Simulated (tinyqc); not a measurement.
# Schottky diode by thermionic emission with image-force lowering and series resistance: two studies

Metal on an n-type semiconductor with one parabolic valley; V > 0 is forward bias (metal positive). I = I0 [exp(Vj/(n Vt)) - 1] with Vj = V - I Rs; I0 = S A* T^2 exp(-(phi - dphi)/Vt), the lowering dphi taken at zero bias.

Values chosen for this exercise; band and dielectric values those of a made-up semiconductor: temperature T = 250 K; electron mass me = 0.0663 m0; relative permittivity eps_r = 10.6; barrier height seen from the metal phi = 0.71 eV; donor density Nd = 1.5e15 cm^-3; area S = 2.5e-5 cm^2.

Constants: q = 1.602176634e-19 C, kB = 1.380649e-23 J/K, h = 6.62607015e-34 J s, m0 = 9.1093837015e-31 kg, Vt = kB T/q, eps0 = 8.8541878128e-14 F/cm where lengths are in cm. Results are converted to the units shown.

Each table varies one quantity; the others keep the values above.

## Soft saturation in reverse bias

A* = 4 pi q me m0 kB^2/h^3 (times 1e-4 for A/(cm^2 K^2)); Nc = 2 (2 pi me m0 kB T/h^2)^1.5 (times 1e-6 for cm^-3); xi = Vt ln(Nc/Nd), Vbi = phi - xi; surface field Em = sqrt(2 q Nd (Vbi - V - Vt)/(eps0 eps_r)); dphi = sqrt(q Em/(4 pi eps0 eps_r)). Here dphi follows the bias, J = -A* T^2 exp(-(phi - dphi(V))/Vt) [1 - exp(V/Vt)], without Rs.

Soft saturation in reverse bias:

| V (V) | Em (kV/cm) | dphi (meV) | J (A/cm^2) |
|---|---|---|---|
| -0.2 | 19.89 | 16.44 | -5.195e-9 |
| -0.5 | 23.44 | 17.84 | -5.545e-9 |
| -1 | 28.38 | 19.63 | -6.026e-9 |
| -2 | 36.30 | 22.21 | -6.790e-9 |
| -4 | 48.39 | 25.64 | -7.963e-9 |
| -7 | 62.27 | 29.09 | -9.345e-9 |
| -10 | 73.58 | 31.62 | -1.051e-8 |
| -15 | 89.30 | 34.83 | -1.220e-8 |

What does the comparison show?

dphi rises from 16.4 to 34.8 meV, as the square root of the field, and |J| grows by a factor of 2.35: the reverse current does not saturate. Tunnelling and generation are left out.

## Effect of the doping on the lowering

Same model as above.

Here V = 0 in Em.

Effect of the doping on the lowering:

| Nd (cm^-3) | Vbi (V) | Em (kV/cm) | dphi (meV) | I0 (A) |
|---|---|---|---|---|
| 8.2e13 | 0.5315 | 3.778 | 7.164 | 8.445e-14 |
| 2e14 | 0.5507 | 6.011 | 9.036 | 9.212e-14 |
| 5e14 | 0.5704 | 9.680 | 11.47 | 1.031e-13 |
| 1.2e15 | 0.5893 | 15.25 | 14.39 | 1.181e-13 |
| 3.1e15 | 0.6097 | 24.95 | 18.41 | 1.423e-13 |
| 7.7e15 | 0.6293 | 39.97 | 23.30 | 1.786e-13 |
| 1.9e16 | 0.6488 | 63.79 | 29.44 | 2.375e-13 |
| 4.7e16 | 0.6683 | 101.9 | 37.20 | 3.405e-13 |

What does the comparison show?

dphi rises from 7.16 to 37.2 meV, as Nd^(0.26) (1/4 at fixed Vbi), and I0 grows by a factor of 4.03. Emission limits the current only if the drift velocity at the surface is well above A* T^2/(q Nc) = 9.54e6 cm/s; with a mobility of 6150 cm^2/(V s) it is less than three times that in 1 of the rows, where I0 is overstated.

tinyqc, about 0.01 s, one thread, Intel Xeon 2.30GHz (shared host): `OMP_NUM_THREADS=1 python tinyqc.py 2640158 2640159 out.jsonl`
